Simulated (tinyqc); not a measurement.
Strained alloy layer of GaSb and GaAs on (001) InP, model-solid band line-up: gaps, strain and offsets against composition.

The layer is x parts of the first compound and 1 - x of the second, grown coherently on the third as substrate and barrier. Rows of the table: lattice constant a, average valence level Ea on an absolute scale, spin-orbit splitting so, gaps at Gamma, X and L, hydrostatic deformation potentials av and ac (Gamma), shear potential b, elastic constants, electron and heavy-hole (along z) masses. All are interpolated linearly in x; gaps get -C x (1 - x), taken wholly in the conduction band; real line-ups can differ from this model by 0.1 eV or more.

In-plane strain e = (a_substrate - a)/a, e_z = -2 (c12/c11) e, volume change 2 e + e_z. With v = 2 e + e_z and d = 2 b (e_z - e): Eav = Ea + av v; E_hh = Eav + so/3 - d/2; E_lh = Eav - so/6 + d/4 + sqrt(so^2 + so d + 9 d^2/4)/2; E_c = Ea + so/3 + EG + ac v (Gamma). Substrate: E_v = Ea + so/3, E_c = E_v + EG. Well depths: dEc = E_c(substrate) - E_c, dEhh = E_hh - E_v(substrate), dElh likewise; strained Gamma gap E_c - max(E_hh, E_lh); positive values confine carriers in the layer. Matthews-Blakeslee for 60-degree dislocations in a single layer: hc = k (ln(hc/bv) + 1), k = bv (1 - nu/4)/(4 pi |e| (1 + nu)), nu = c12/(c11 + c12), bv = a/sqrt(2); the larger root. The valence offset is the larger of dEhh and dElh; a dash marks |e| under 0.02 % or no root.

Inputs (values chosen for the exercise):
```
symbol,value,unit,meaning
CG,1.43,eV,bowing of the Gamma gap
CX,1.2,eV,bowing of the X gap
CL,1.2,eV,bowing of the L gap
```

Binary compounds, values chosen for the exercise:
```
	close to GaSb	close to GaAs	close to InP
a (angstrom)	6.096	5.653	5.869
Ea (eV)	-6.25	-6.92	-7.04
so (eV)	0.753	0.343	0.109
EG (eV)	0.719	1.43	1.33
EX (eV)	1.04	1.89	2.22
EL (eV)	0.801	1.71	1.94
av (eV)	0.782	1.17	1.26
ac (eV)	-6.86	-7.25	-4.96
b (eV)	-1.99	-1.72	-1.7
c11 (GPa)	88.4	119	102
c12 (GPa)	39.8	53.2	56
me (m0)	0.039	0.0662	0.0802
mh (m0)	0.25	0.354	0.536
```

Gaps, strain and offsets against composition:
```
x	e (%)	relaxed Gamma gap (eV)	lower of X and L gaps (eV)	strained Gamma gap (eV)	E_hh - E_lh (meV)	dEc (eV)	valence offset (eV)	hc (nm)
0.25	1.826	0.9841	1.258	0.7417	-138.4	0.09048	0.4978	4.16
0.31	1.359	0.9037	1.172	0.7263	-101.1	0.08518	0.5185	6.31
0.38	0.8187	0.8229	1.082	0.7182	-59.61	0.06674	0.5451	12.4
0.44	0.3605	0.7648	1.014	0.7195	-25.73	0.04042	0.5701	35.0
0.5	-0.09362	0.7170	0.9555	0.7220	6.549	0.004380	0.6036	175
0.56	-0.5436	0.6795	0.9053	0.7081	37.26	-0.04138	0.6633	21.2
0.62	-0.9896	0.6523	0.8637	0.7034	66.45	-0.09686	0.7234	9.88
0.69	-1.505	0.6335	0.8261	0.7098	98.71	-0.1739	0.7941	5.64
0.75	-1.942	0.6286	0.8033	0.7254	124.9	-0.2505	0.8551	3.95
```

The relaxed Gamma gap falls from 0.984 to 0.629 eV and the strained one moves up and down between 0.703 and 0.742 eV. The lattice matches the substrate at x = 0.488; the heavy hole is on top where the layer is compressed (e < 0) and the light hole where it is stretched. dEc falls from 0.0905 to -0.250 eV and the valence offset rises from 0.498 to 0.855 eV. At the largest strain listed, -1.94 %, strain changes the gap by 96.8 meV.

tinyqc, about 0.03 s, one thread, Intel Xeon 2.30GHz (shared host): `OMP_NUM_THREADS=1 python tinyqc.py 2690072 2690073 out.jsonl`
